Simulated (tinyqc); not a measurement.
## Trap density from two Hall measurements

Problem. p-type body, charge-sheet picture, full ionisation (an idealisation for deep acceptors), Boltzmann statistics for free electrons. e = Ec - EF at the surface. psi = Eg - Vt ln(Nv/Na) - e; N_dep = sqrt(2 eps0 eps_r Na (psi - Vt)/q); n_f = sqrt(N_dep^2 + 2 eps0 eps_r Vt Nc exp(-e/Vt)/q) - N_dep; Vg = Vfb + psi + q (N_dep + n_t + n_f)/Cox, Cox = eps0 eox/tox. Find e and n_t at both points and the mean trap density between them.

Values chosen for this exercise; band and dielectric values close to those of silicon:

| symbol | value | unit | meaning |
|---|---|---|---|
| T | 475 | K | temperature |
| Eg | 1.11 | eV | band gap |
| eps_r | 11.7 |  | relative permittivity |
| Nc | 5.66e19 | cm^-3 | conduction-band density of states at T |
| Nv | 5.28e19 | cm^-3 | valence-band density of states at T |
| eox | 3.9 |  | relative permittivity of the insulator |
| tox | 27 | nm | insulator thickness |
| Na | 5.8e16 | cm^-3 | acceptor density |
| Vfb | -0.97 | V | flat-band voltage without trapped charge |

Constants: q = 1.602176634e-19 C, kB = 1.380649e-23 J/K, Vt = kB T/q, eps0 = 8.8541878128e-14 F/cm where lengths are in cm. Results are converted to the units shown.

Vg (V): [0.23429589, 0.43851565]
free sheet density from the Hall effect (cm^-2): [2.5629848e9, 1.5998756e10]

Solution. Each n_f fixes e; what the gate voltage holds beyond psi, N_dep and n_f is trapped; the difference quotient is the density, smeared over a few Vt.

e (eV): [0.3790, 0.3000]
n_t (cm^-2): [4.256e10, 7.807e10]
mean trap density = 4.495e11 cm^-2 eV^-1

tinyqc, about 0.02 s, one thread, Intel Xeon 2.30GHz (shared host): `OMP_NUM_THREADS=1 python tinyqc.py 2222074 2222075 out.jsonl`
